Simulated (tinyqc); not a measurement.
Surface potential of a MOS transistor: implicit equation and explicit approximations: accuracy of the approximations against gate voltage.

p-type body, charge-sheet picture, depletion and inversion only, full ionisation (an idealisation for deep acceptors), Boltzmann statistics (rough once Na exp(x - xn) passes about Nc/7). In units of Vt: xg = (Vg - Vfb)/Vt, x = psi/Vt, G = gamma/sqrt(Vt), xn = (2 phiF + Vc)/Vt. The implicit equation is (xg - x)^2 = G^2 [x - 1 + exp(x - xn)] for x above about 3. Cox = eps0 eox/tox.

ni = sqrt(Nc Nv) exp(-Eg/(2 Vt)), Eg in volts; phiF = Vt ln(Na/ni); gamma = sqrt(2 q eps0 eps_r Na)/Cox; VT = Vfb + Vt (xn + G sqrt(xn - 1)). Depletion value a = 1 + [sqrt(G^2/4 + xg - 1) - G/2]^2; inversion value b = xn + ln[(xg - xn)^2/G^2 - xn + 1] and first guess y = min(a, b) - ln(1 + exp(-|a - b|)) if a > xn + 1, else b = y = a; one second-order correction with D = exp(y - xn), p = 2 (xg - y) + G^2 (1 + D), w = (xg - y)^2 - G^2 (y - 1 + D): z = y + 2 w/(p + sqrt(p^2 - 2 (2 - G^2 D) w)), or the Newton step z = y + w/p where the root is not real. N_inv = (Cox Vt G/q) [sqrt(x - 1 + exp(x - xn)) - sqrt(x - 1)] at the root. Lambert form (Cox m Vt/q) W0[(G/(2 m sqrt(xn - 1))) exp((Vg - VT)/(m Vt))], m = 1 + G/(2 sqrt(xn - 1)). Errors under 1e-4 mV, and the linear form below VT, are printed as 0.

Inputs (values chosen for the exercise); band and dielectric values close to those of 4H silicon carbide:
```
symbol    value   unit                                                               meaning
T           300      K                                                           temperature
Eg          3.2     eV                                                              band gap
eps_r      9.59                                                        relative permittivity
Nc      1.71e19  cm^-3                                conduction-band density of states at T
Nv      2.52e19  cm^-3                                   valence-band density of states at T
eox        22.4         relative permittivity of the gate insulator (close to hafnium oxide)
tox          11     nm                                                   insulator thickness
Na       2.1e16  cm^-3                                                      acceptor density
Vfb        -0.6      V                                                     flat-band voltage
Vc          0.5      V                                                  channel-body voltage
```

Constants: q = 1.602176634e-19 C, kB = 1.380649e-23 J/K, Vt = kB T/q, eps0 = 8.8541878128e-14 F/cm where lengths are in cm. Results are converted to the units shown.

Accuracy of the approximations against gate voltage:
```
Vg (V),psi (V),x - xn,error of y (mV),error of z (mV),N_inv (cm^-2),Cox (Vg - VT)/q (cm^-2),Lambert form (cm^-2)
2.42,2.948,-15.28,0,0,821.9,0,767.1
2.62,3.146,-7.639,1.46e-4,0,1.661e6,0,1.609e6
2.82,3.343,-0.003666,0.292,0,3.330e9,2.251e9,3.336e9
3.02,3.487,5.547,32.4,11.7,6.209e11,2.253e12,6.865e11
3.22,3.535,7.410,27.9,10.1,2.324e12,4.504e12,2.551e12
3.42,3.561,8.412,20.5,6.02,4.279e12,6.754e12,4.626e12
3.62,3.579,9.096,16.3,-2.59,6.329e12,9.005e12,6.765e12
3.82,3.592,9.613,13.7,-1.16,8.428e12,1.126e13,8.934e12
4.02,3.603,10.03,11.8,-0.652,1.056e13,1.351e13,1.112e13
```

What does the table show?

psi rises from 2.95 to 3.60 V and ends 10 Vt above 2 phiF + Vc. Among the rows the first guess is off by at most 32 mV (at Vg = 3.02 V) and the corrected value by at most 12 mV. In the last row the linear form is 28 % above N_inv and the Lambert form 5.3 % above it; in the first row the Lambert form is 6.7 % below it. For Vg = 3.02, 3.22, 3.42, 3.62, 3.82, 4.02 the electron quasi-Fermi level lies less than 2 Vt below the band edge at the surface, or above it, where degeneracy and confinement, left out, matter.

Computed by the program tinyqc: `OMP_NUM_THREADS=1 python tinyqc.py 2122181 2122182 out.jsonl`, one thread of a shared Intel Xeon 2.30GHz, about 0.01 s for the whole run.
